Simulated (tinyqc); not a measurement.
Inside a calculation. Model: CMOS latch-up, two-transistor model.

Numbers from tinyqc (`OMP_NUM_THREADS=1 python tinyqc.py 2670137 2670138 out.jsonl`; about 0.08 s on one thread of a shared Intel Xeon 2.30GHz). Printed values are rounded.

A parasitic pnp (emitter at Vdd, base shunted by Rw) and npn (emitter at ground, base shunted by Rs) feed each other: the npn collector current flows out of the pnp base node, the pnp collector current into the npn base node. Forward-active transistors with constant gains: Icn = Isn exp(Vn/Vt), Icp = Isp (exp(Vp/Vt) - 1). A current Ii is injected into the npn base node.

Inputs (values chosen for the exercise); values close to those of bulk CMOS:
- T = 300 K (temperature)
- bn = 13.8 (current gain of the npn)
- bp = 0.9 (current gain of the pnp)
- Isn = 8.6e-15 A (saturation current of the npn at T)
- Isp = 3e-16 A (saturation current of the pnp at T)
- Rs = 990 ohm (substrate resistance shunting the npn)
- Rw = 660 ohm (well resistance shunting the pnp)
- R2 = 86 ohm (resistance from the pnp collector to the npn base)
- Von = 0.73 V (base-emitter voltage in the on state)
- Vsat = 0.15 V (saturation voltage)
- Vdd = 2.5 V (supply voltage)
- Ii = 0.569 mA (current injected into the substrate)

Constants: q = 1.602176634e-19 C, kB = 1.380649e-23 J/K, Vt = kB T/q. Results are converted to the units shown.

## Holding current and voltage

On state with both base-emitter voltages at Von: npn base current Ib = (Von/Rs + bp Von/Rw)/(bn bp - 1), holding current Ih = (bn + 1) Ib + Von/Rs, holding voltage Vh = Vsat + Von + R2 (Ib + Von/Rs).

bn bp = 12.42
Ib = 0.151736 mA
Ih = 2.98307 mA
Vh = 0.956463 V

Vh is below Vdd = 2.5 V, so the supply can sustain a latched state.

## The off branch

Vn, point 0 to 7 (V): 0.457  0.537  0.587  0.617  0.637  0.657  0.672  0.687

Node equations: Vp/Rw + Icp/bp = Icn and Vn/Rs + Icn/bn = Icp + Ii. Loop gain G = gn gp/[(1/Rw + gp/bp)(1/Rs + gn/bn)], gn = Icn/Vt, gp = (Icp + Isp)/Vt; the off state ends where G = 1, and Ii there is the trigger current. For each Vn: Icn, then Vp from the first equation, then Ii from the second.

```
point   Icn (mA)     Vp (V)    Icp (mA)   Ii (mA)           G
0      4.0904e-4  2.6996e-4  3.1492e-15   0.46165  1.2109e-13
1      0.0090303  0.0059600  7.7785e-14   0.54308  3.2538e-12
2       0.062469   0.041230  1.1782e-12   0.59746  7.6944e-11
3        0.19936    0.13158  4.8402e-11   0.63768   6.1115e-9
4        0.43214    0.28521   1.8557e-8   0.67475   3.5651e-6
5        0.93673    0.61374   0.0061313   0.72538      1.3289
6         1.6734    0.72819     0.51308   0.28697      9.5623
7         2.9894    0.75849      1.6562  -0.74564      10.853
```

Ii peaks at 0.7256 mA, at Vn = 0.6566 V where G = 1; beyond it the loop feeds itself.

## Iteration 1: response to the injected current, once round the loop per iteration

Vn at the start = 0.51 V

Icn = Isn exp(Vn/Vt); Vp solves Vp/Rw + Icp/bp = Icn; Vn(new) solves Vn/Rs + (Isn/bn) exp(Vn/Vt) = Icp + Ii.

Icn = 0.00317776 mA
Vp = 0.00209732 V
Icp = 2.53529e-14 mA
Vn after iteration 1 = 0.561630 V

## Course of the iteration: response to the injected current, once round the loop per iteration

Stop when Vn changes by less than 1e-9 V, or after 150 iterations. Vn must stay below 1.1 V.

Course of the iteration:
```
iteration    Vn (V)  |change| (V)
1          0.561630        0.0516
2          0.561630      2.05e-13
```

Converged in 2 iterations. The change falls from 0.052 in the first iteration to below the tolerance in the last. An off state exists, since Ii is below the trigger current, the largest Ii that the node equations allow, 0.7256 mA.
